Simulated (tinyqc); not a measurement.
Type-II superlattice in the two-band Kane model: one step. Transfer matrices. Three cases, with inputs chosen for the exercise.

Question. Form M_A, M_B and half the trace of their product.

Motion along the axis, period d = a + b, c = hbar^2/2m0. Conduction and light-hole bands couple: (E - Ec)(E - Ev) = Ep c k^2 in each layer, with mass m(E) = (E - Ev)/Ep, which may be negative. The conduction envelope psi and psi'/m(E) are continuous; a layer carries them by [[cos kt, (m/k) sin kt], [-(k/m) sin kt, cos kt]] (cosh and sinh for k^2 < 0), and cos(q d) = tr(M_B M_A)/2. C1 is the first miniband above EvB, with its bottom at tr/2 = +1 and its top at -1; the gap is the bottom of C1 less the top heavy-hole level HH1.

Constants: hbar^2/2m0 = 3.80998211 eV angstrom^2.

Case 1.

Values chosen (near those of an InAs/GaSb superlattice; the results hold for these values, not for the real material): a = 37 angstrom (layer A); b = 30 angstrom (layer B); EcA = 0 eV (conduction edge of A); EvA = -0.411 eV (valence edge of A); EcB = 0.938 eV (conduction edge of B); EvB = 0.137 eV (valence edge of B); EpA = 14.5 eV (coupling energy in A); EpB = 18.1 eV (coupling energy in B); E = 0.17 eV (trial energy).

Case 2.

Values chosen (near those of an InAs/GaSb superlattice; the results hold for these values, not for the real material): a = 52 angstrom (layer A); b = 47 angstrom (layer B); EcA = 0 eV (conduction edge of A); EvA = -0.421 eV (valence edge of A); EcB = 0.969 eV (conduction edge of B); EvB = 0.171 eV (valence edge of B); EpA = 14.3 eV (coupling energy in A); EpB = 17.7 eV (coupling energy in B); E = 0.252 eV (trial energy).

Case 3.

Values chosen (near those of an InAs/GaSb superlattice; the results hold for these values, not for the real material): a = 38 angstrom (layer A); b = 52 angstrom (layer B); EcA = 0 eV (conduction edge of A); EvA = -0.419 eV (valence edge of A); EcB = 0.949 eV (conduction edge of B); EvB = 0.142 eV (valence edge of B); EpA = 14.1 eV (coupling energy in A); EpB = 18 eV (coupling energy in B); E = 0.235 eV (trial energy).

Give: M_A (angstrom units); M_B (angstrom units); tr/2.

Answer.

Case 1.

M_A (angstrom units):
```
           1          2
1  0.0063207    0.94762
2    -1.0552  0.0063207
```

M_B (angstrom units):
```
        1         2
1  1.1700  0.057762
2  6.3862    1.1700
```

tr/2 = 3.0028

E lies in a gap of the coupled bands.

Case 2.

M_A (angstrom units):
```
          1         2
1  -0.97125   0.20081
2  -0.28222  -0.97125
```

M_B (angstrom units):
```
        1        2
1  2.1119  0.29007
2  11.929   2.1119
```

tr/2 = -0.8944

E lies in a miniband.

Case 3.

M_A (angstrom units):
```
          1         2
1  -0.44549   0.77637
2   -1.0324  -0.44549
```

M_B (angstrom units):
```
        1        2
1  2.6208  0.40224
2  14.590   2.6208
```

tr/2 = 4.2884

E lies in a gap of the coupled bands.

Computed by tinyqc, one run a case: `OMP_NUM_THREADS=1 python tinyqc.py N N+1 out.jsonl` with N = 1281849, 1282023, 1282120; one thread of a shared Intel(R) Xeon(R) Processor @ 2.30GHz, about 0.08 s a run at most.
